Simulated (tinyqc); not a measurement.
The same scatterer in wider strips: conductance of a narrow metal strip with scatterers (square lattice, Green functions).

A strip of W sites across with hard walls, site energy 0 and hopping -t. Mode n = 1 to W has profile chi_n(j) = sqrt(2/(W + 1)) sin(n j pi/(W + 1)) and energy en = -2t cos(n pi/(W + 1)); E = en - 2t cos(kn a). With z_n = exp(i kn a) (Im k > 0 for closed modes, |z| < 1) each lead gives the self-energy -t z_n in mode n. One column carries the site energies v, here one foreign atom. In the mode basis V_nm = sum_j chi_n(j) v_j chi_m(j), G = (E - en + 2 t z_n - V)^-1, and t_nm = 2t sqrt(sin(kn a) sin(km a)) G_nm in size for open modes. T = sum |t_nm|^2, conductance (2e^2/h) T.

Constants: e^2/h = 3.874045865e-05 S.

Inputs chosen for the exercise (hopping and spacing of the size met in Cu or Al; the lattice is a model; not measured data): t = 1.19 eV (hopping); a = 2.64 angstrom (spacing); E = 1.01 eV (Fermi energy); v = (0, 4.1, 0) eV (site energies in the scattering column).

Width (W + 1) a; the strength is the entry of v largest in size. The foreign atom sits at site W/2 + 1, rounded down. Added resistance (1/T - 1/M)/(2 e^2/h), M the number of open modes.

Against width:

| W | width (angstrom) | M | T | T/M | added resistance (ohm) |
|---|---|---|---|---|---|
| 3 | 10.6 | 2 | 1.3278 | 0.6639 | 3266.9 |
| 4 | 13.2 | 3 | 2.0115 | 0.6705 | 2114.0 |
| 5 | 15.8 | 4 | 3.0512 | 0.7628 | 1003.4 |
| 6 | 18.5 | 4 | 3.0154 | 0.7539 | 1053.6 |
| 8 | 23.8 | 6 | 5.0736 | 0.8456 | 392.8 |
| 10 | 29.0 | 7 | 6.0000 | 0.8571 | 307.3 |
| 14 | 39.6 | 10 | 9.0513 | 0.9051 | 135.3 |
| 20 | 55.4 | 14 | 13.0338 | 0.9310 | 68.3 |

What can be read from this table?

The added resistance is 3267 ohm at W = 3 and 68.3 at W = 20; from W = 10 to 20 it changes by a factor 0.22, where 1/M gives 0.50 and 1/M^2 gives 0.25. A point scatterer removes at most one unit of M (here 0.67 to 1.00), so its resistance is at most 1/(M (M - 1)) in units of h/2e^2, without bound for M = 1, with jumps where modes open or where the site sits near a node of the open modes; the largest value is at W = 3 (3267 ohm).

Run: tinyqc, `OMP_NUM_THREADS=1 python tinyqc.py 1452575 1452576 out.jsonl`; Intel(R) Xeon(R) Processor @ 2.30GHz, one thread, shared host; about 0.01 s of CPU time with all checks.
